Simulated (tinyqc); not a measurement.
Equal gaps, different models: fitting sp3s* parameters to three gaps by Newton steps.

sp3s* tight binding, nearest neighbours only: anion (a) at 0, cation (c) at a/4 (1,1,1), orbitals s, px, py, pz, s* on each; k in units of 2 pi/a. With phases e_j = exp(i (pi/2) k.n_j) for n = (1,1,1), (1,-1,-1), (-1,1,-1), (-1,-1,1): g0 = (e1+e2+e3+e4)/4, g1 = (e1+e2-e3-e4)/4, g2 = (e1-e2+e3-e4)/4, g3 = (e1-e2-e3+e4)/4. The diagonal holds the levels Esa, Epa, Exa (s*) and Esc, Epc, Exc. Anion-cation block: <sa|sc> = Vss g0; <sa|xc> = Vsapc g1; <xa|sc> = -Vscpa g1; <xa|xc> = Vxx g0; <xa|yc> = <ya|xc> = Vxy g3, <xa|zc> = <za|xc> = Vxy g2, <ya|zc> = <za|yc> = Vxy g1; <s*a|xc> = Vxapc g1; <xa|s*c> = -Vpaxc g1; y and z take g2 and g3 in place of g1; s-s* and s*-s* vanish.

Gaps are level 5 at Gamma, X = (1,0,0) and L = (1/2,1/2,1/2) less level 4 at Gamma; no spin-orbit coupling. Free parameters: Esc, Vxapc and Vpaxc. H is linear in them, so by Hellmann-Feynman J_ij = <u|dH/dp_j|u> for level 5 at point i less the same for level 4 at Gamma. Newton: p(new) = p + J^-1 (target - gaps); stop when all misses are below 1e-7 eV.

Constants: hbar^2/2m0 = 3.80998211 eV angstrom^2.

Inputs chosen for the exercise (out of a larger set: near a published set for InP, fitted to gaps, whose masses and valley positions are rough; not measured data):

| symbol | value | unit | meaning |
|---|---|---|---|
| p | (-8.567, 0.884, -1.491, 4.027, 8.301, 7.133, -5.325, 1.887, 4.208, 2.216, 5.582, 3.429, 4.469) | eV | start, order Esa, Epa, Esc, Epc, Exa, Exc, Vss, Vxx, Vxy, Vsapc, Vscpa, Vxapc, Vpaxc |
| tg | (1.2698, 2.3712, 1.8431) | eV | target gaps at Gamma, X, L |
| a | 5.872 | angstrom | lattice constant |

The same three targets are met with other triples of free parameters (those for which Newton converges within 3 eV of the start). Not fitted: level 5 at K = (3/4,3/4,0) above Ev, the spacing of levels 6 and 5 at X, the depth of level 2 at X below Ev, the valence width at Gamma, and the mass c q^2/(E(q) - E(0)) of level 5 along [100], q = 0.002 (2 pi/a), c = hbar^2/2m0.

Unfitted results:

| free parameters | largest change (eV) | K (eV) | X spacing (eV) | level 2 at X (eV) | valence width (eV) | mass (m0) |
|---|---|---|---|---|---|---|
| start | 0.000 | 2.391 | 0.538 | 6.630 | 11.422 | 0.1178 |
| Vss, Vxapc, Vpaxc | 0.114 | 2.315 | 0.615 | 6.635 | 11.327 | 0.1076 |
| Esc, Vxapc, Vpaxc | 0.251 | 2.321 | 0.724 | 6.625 | 11.449 | 0.1087 |
| Vss, Vsapc, Vpaxc | 0.572 | 2.329 | 0.966 | 6.479 | 11.327 | 0.1116 |
| Esa, Vxapc, Vscpa | 0.435 | 2.316 | 0.637 | 6.645 | 11.762 | 0.1065 |
| Vss, Exa, Exc | 0.344 | 2.314 | 0.595 | 6.635 | 11.327 | 0.1076 |
| Esc, Vsapc, Exc | 2.929 | 2.334 | 1.294 | 6.584 | 11.449 | 0.1128 |

All fitted rows have the same three gaps, yet they spread by 20 meV at K, 700 meV in the X spacing, 167 meV in level 2 at X, 435 meV in the valence width and 5.8 % in the mass. The smallest change of parameters, 0.114 eV, is that of Vss, Vxapc, Vpaxc. A fit fixes what it was given and leaves the rest to the choice of free parameters.

tinyqc: `OMP_NUM_THREADS=1 python tinyqc.py 1452890 1452891 out.jsonl`; about 0.1 s, one thread, shared Intel(R) Xeon(R) Processor @ 2.30GHz.
